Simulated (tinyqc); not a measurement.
# ESD clamp with bipolar snapback, compact model and design window: effects of single changes

The drain junction multiplies the current that enters it: Igen = (M - 1)(Ic + I0), M = 1/(1 - (Vj/BV)^n). The generated holes leave through the substrate resistance and the base of the parasitic npn: Igen = Vb/Rb + Ic/be, Ic = Is exp(Vb/Vt). Terminal current I = Ic + I0 + Igen and voltage V = Vj + I Ro, per width. Isothermal, constant gain.

Inputs (values chosen for the exercise); values close to those of grounded-gate n-channel clamps: temperature T = 300 K; junction breakdown voltage BV = 8.7 V; exponent of the multiplication n = 4.1; current gain of the parasitic npn be = 11.4; saturation current Is = 3.7e-17 A/um; junction leakage I0 = 9.4e-11 A/um; substrate resistance Rb = 62000 ohm um; drain ballast and contact resistance Ro = 140 ohm um; failure current for 100 ns It2 = 5.3 mA/um.

Constants: q = 1.602176634e-19 C, kB = 1.380649e-23 J/K, Vt = kB T/q. Results are converted to the units shown.

Each table varies one quantity; the others keep the values above.

## Effect of the exponent of the multiplication

For given Vb: Ic, Igen, M = 1 + Igen/(Ic + I0), Vj = BV (1 - 1/M)^(1/n), I and V. Vt1 is the maximum of V along the curve, Vh the following minimum, Vt2 the voltage at I = It2. It1 and Ih are the currents at Vt1 and Vh.

Results:

| n | Vt1 (V) | It1 (uA/um) | Vh (V) | Ih (uA/um) | Vt2 (V) | Vt2 - Vt1 (V) |
|---|---|---|---|---|---|---|
| 2 | 8.701 | 6.156 | 2.785 | 1085 | 3.248 | -5.452 |
| 2.5 | 8.701 | 6.248 | 3.495 | 1094 | 3.957 | -4.744 |
| 3 | 8.701 | 6.325 | 4.073 | 1081 | 4.537 | -4.164 |
| 3.5 | 8.701 | 6.390 | 4.546 | 1058 | 5.014 | -3.686 |
| 4.5 | 8.701 | 6.497 | 5.265 | 1003 | 5.746 | -2.955 |
| 5 | 8.701 | 6.542 | 5.544 | 975.3 | 6.030 | -2.670 |
| 5.5 | 8.701 | 6.583 | 5.783 | 948.4 | 6.275 | -2.426 |
| 6 | 8.701 | 6.621 | 5.990 | 922.6 | 6.488 | -2.213 |

Estimate the missing row, n = 4.

Computed row:

| n | Vt1 (V) | It1 (uA/um) | Vh (V) | Ih (uA/um) | Vt2 (V) | Vt2 - Vt1 (V) |
|---|---|---|---|---|---|---|
| 4 | 8.701 | 6.447 | 4.937 | 1031 | 5.412 | -3.289 |

With this row back in the table: As n goes from 2 to 6, Vt1 stays near 8.70 V, It1 rises from 6.16 to 6.62 uA/um, Vh rises from 2.78 to 5.99 V and Vt2 rises from 3.25 to 6.49 V. Vt2 exceeds Vt1, the condition for all fingers to turn on, in 0 of the 9 rows.

## Effect of the substrate resistance

Same model as above.

Results:

| Rb (ohm um) | Vt1 (V) | It1 (uA/um) | Vh (V) | Ih (uA/um) | Vt2 (V) | Vt2 - Vt1 (V) |
|---|---|---|---|---|---|---|
| 6200 | 8.711 | 84.75 | 5.622 | 2967 | 5.753 | -2.958 |
| 29000 | 8.702 | 15.22 | 5.144 | 1474 | 5.520 | -3.182 |
| 62000 | 8.701 | 6.457 | 5.008 | 1026 | 5.483 | -3.218 |
| 1.3e5 | 8.700 | 2.794 | 4.915 | 715.1 | 5.466 | -3.234 |
| 2.9e5 | 8.700 | 1.153 | 4.847 | 481.2 | 5.457 | -3.243 |
| 6.2e5 | 8.700 | 0.5205 | 4.803 | 329.4 | 5.453 | -3.246 |

Estimate the missing row, Rb = 13000 ohm um.

Computed row:

| Rb (ohm um) | Vt1 (V) | It1 (uA/um) | Vh (V) | Ih (uA/um) | Vt2 (V) | Vt2 - Vt1 (V) |
|---|---|---|---|---|---|---|
| 13000 | 8.705 | 37.31 | 5.351 | 2137 | 5.602 | -3.103 |

With this row back in the table: As Rb goes from 6200 to 6.2e5 ohm um, Vt1 stays near 8.70 V, It1 falls from 84.7 to 0.521 uA/um, Vh falls from 5.62 to 4.80 V and Vt2 falls from 5.75 to 5.45 V. Vt2 exceeds Vt1, the condition for all fingers to turn on, in 0 of the 7 rows. It1 goes as Rb^(-1.11); the product It1 Rb, close to the base voltage at the trigger, goes from 0.525 to 0.323 V.

## Effect of the drain ballast and contact resistance

Same model as above.

Effect of the drain ballast and contact resistance:

| Ro (ohm um) | Vt1 (V) | It1 (uA/um) | Vh (V) | Ih (uA/um) | Vt2 (V) | Vt2 - Vt1 (V) |
|---|---|---|---|---|---|---|
| 30 | 8.700 | 5.836 | 4.850 | 2306 | 4.900 | -3.800 |
| 52 | 8.700 | 6.046 | 4.894 | 1731 | 5.017 | -3.684 |
| 92 | 8.701 | 6.279 | 4.953 | 1282 | 5.229 | -3.472 |
| 160 | 8.701 | 6.514 | 5.027 | 954.9 | 5.589 | -3.112 |
| 280 | 8.702 | 6.757 | 5.125 | 706.2 | 6.225 | -2.477 |
| 490 | 8.703 | 7.002 | 5.251 | 519.6 | 7.338 | -1.365 |
| 860 | 8.706 | 7.249 | 5.413 | 379.2 | 9.299 | 0.5932 |
| 1500 | 8.711 | 7.496 | 5.618 | 275.5 | 12.69 | 3.981 |

What does the table show?

As Ro goes from 30 to 1500 ohm um, Vt1 stays near 8.70 V, It1 rises from 5.84 to 7.50 uA/um, Vh rises from 4.85 to 5.62 V and Vt2 rises from 4.90 to 12.7 V. Vt2 exceeds Vt1, the condition for all fingers to turn on, in 2 of the 8 rows. Ballast buys uniform turn-on with a higher clamping voltage.

Numbers from tinyqc (`OMP_NUM_THREADS=1 python tinyqc.py 2670040 2670041 out.jsonl`; about 0.01 s on one thread of a shared Intel Xeon 2.30GHz).
